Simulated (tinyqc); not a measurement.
Disorder broadening of a flat band (such as a Landau level) in the self-consistent Born approximation: one step of the calculation.

The local Green function is G = g0(z - Sigma) with z = E + i eta and g0(z) = 1/z; the self-energy is Sigma = D G. The density of states is -Im G/pi.

Problem. Density of states and lifetime. G = Sigma/D, density of states -Im G/pi, lifetime hbar/(2 |Im Sigma|); without disorder the density of states is -Im g0(z)/pi. Closed form: G = (z - sqrt(z^2 - 4 D))/(2 D) with the root that gives Im G < 0; for eta -> 0 a semi-ellipse of half-width 2 sqrt(D).

Values chosen for this exercise: variance of the random potential D = 0.6 eV^2; bare broadening eta = 0.043 eV; energy from the band centre E = -1.229 eV.

Constants: q = 1.602176634e-19 C, hbar = 1.054571817e-34 J s. Results are converted to the units shown.

converged Sigma = -0.58656216-0.45139800i eV

Give: density of states; lifetime; density of states without disorder.

Solution.

density of states = 0.2395 1/eV
lifetime = 0.7291 fs
density of states without disorder = 0.009051 1/eV

Disorder makes the density of states at this energy 26.5 times the clean value.

Range of the model: The self-consistent Born approximation misses band tails from rare fluctuations and localisation.

Computed by the program tinyqc: `OMP_NUM_THREADS=1 python tinyqc.py 2720125 2720126 out.jsonl`, one thread of a shared Intel Xeon 2.30GHz, about 0.01 s for the whole run.
